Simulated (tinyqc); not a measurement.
Electron continuity equation in a given potential, Scharfetter-Gummel discretisation: one step of the calculation.

Steady state in one dimension: J = q mu n E + q D dn/dx with E = -dpsi/dx and D = mu Vt, dJ/dx = q (n/tau - G), fixed densities nL and nR at the ends. The potential is given, psi = U x/L - Ub exp(-((x/L - xb)/sb)^2), and is not changed by the electrons.

Problem. Densities and current. B(d_i) and B(-d_i) are the Bernoulli factors of the potential steps, b and f the diagonal and right side. Solve B(-d_(i-1)) n_(i-1) + b_i n_i + B(d_i) n_(i+1) = f_i (end values already in f), then J_i = (q D/h) [n_(i+1) B(d_i) - n_i B(-d_i)], h = L/11, D = mu Vt.

Values chosen for this exercise; mobility close to that of germanium at room temperature: temperature T = 400 K; electron mobility mu = 3850 cm^2/(V s); length of the region L = 0.3 um; density at x = 0 nL = 1.1e14 cm^-3; density at x = L nR = 0 cm^-3.

Constants: q = 1.602176634e-19 C, kB = 1.380649e-23 J/K, Vt = kB T/q. Results are converted to the units shown.

```
interval     B(d_i)       B(-d_i)
0         4.7888464   0.041543537
1         4.7888464   0.041543536
2         4.7888901   0.041542037
3         4.8044097   0.041013158
4         5.5022496   0.022956924
5         8.5075488  0.0017209583
6         3.8575354   0.089059812
7         1.9886321    0.41028718
8         4.4481637   0.054985438
9         4.7842679   0.041700838
10        4.7888385   0.041543807
```

```
node  diagonal b  right side f (cm^-3)
1     -4.9341833         -4.5697891e12
2     -4.9341819                     0
3     -4.9336967                     0
4     -4.9311600                     0
5     -5.6077640                     0
6     -8.7004021                     0
7     -4.3716160                     0
8     -2.1474110                     0
9     -4.5936579                     0
10    -4.9296051                     0
```

Wanted: n; J.

Solution.

n, node 0 to 11 (cm^-3): 1.100e14  9.338e11  7.928e9  6.730e7  5.623e5  2303  0.4600  0.01029  0.002016  2.435e-5  2.060e-7  0
J, interval 0 to 10 (A/cm^2): -0.7621  -0.0065  -0.0001  0.0000  0.0000  0.0000  0.0000  0.0000  0.0000  0.0000  0.0000

Range of the model: The drift velocity mu E exceeds 1e7 cm/s somewhere, where real mobilities no longer stay constant.

tinyqc, about 0.01 s, one thread, Intel Xeon 2.30GHz (shared host): `OMP_NUM_THREADS=1 python tinyqc.py 2220044 2220045 out.jsonl`
